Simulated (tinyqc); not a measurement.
Ewald sum of point charges, zinc blende lattice, step by step. Computed by tinyqc, a small Python program that keeps every step. Command: `OMP_NUM_THREADS=1 python tinyqc.py 31355 31356 out.jsonl` (the two numbers bound the seeds that draw the settings). One thread of a shared host (Intel(R) Xeon(R) Processor @ 2.60GHz), about 0.03 s of CPU time with the checks.

## Ewald sum with eta = 0.239 1/bohr

cell vectors (rows) (bohr):
```
          1         2         3
1  0.000000  6.485000  6.485000
2  6.485000  0.000000  6.485000
3  6.485000  6.485000  0.000000
```

Charges:
```
q                f1        f2        f3
1.000000   0.000000  0.000000  0.000000
-1.000000  0.250000  0.250000  0.250000
```

Real space: 1/2 sum q_i q_j erfc(eta r)/r over all images with r > 0; reciprocal space: (2 pi/V) sum_(G != 0) exp(-G^2/4 eta^2)/G^2 |S(G)|^2 with S(G) = sum q exp(i G.r); self term -eta/sqrt(pi) sum q^2; background -pi Q^2/(2 V eta^2), Q the total charge.

Real-space shells (first ones):
```
r (bohr)   pairs  sum (hartree)
5.616175       8      -0.041069
9.171175      24       0.002534
10.754156     24      -0.000310
12.970000     12       0.000005
14.133730     24      -1.51e-06
15.884941     48       1.20e-07
16.848524     32      -1.17e-08
18.342350     24       3.70e-10
19.182889     48      -1.12e-10
20.507371     48              0
21.262494     24              0
22.464699     16              0
```

Reciprocal shells (first ones that count):
```
G^2 (1/bohr^2)  vectors  sum (hartree)
0.704046              8       0.012015
0.938728              6       0.004839
2.581502             24       2.65e-06
2.816184              8       5.81e-07
4.458958             24       4.15e-10
4.693640             24       2.82e-10
```

## The total does not depend on eta

The same sums for other eta.

Totals (hartree per cell):
```
eta            real  reciprocal       self  background        total
0.239000  -0.038842    0.016857  -0.269683    0.000000  -0.29166739
0.391000  -0.001352    0.150881  -0.441196    0.000000  -0.29166739
0.501000  -0.000049    0.273700  -0.565318    0.000000  -0.29166739
```

shortest distance = 5.616175 bohr

Madelung constant -E d / (formula units |q+ q-|) = 1.638055
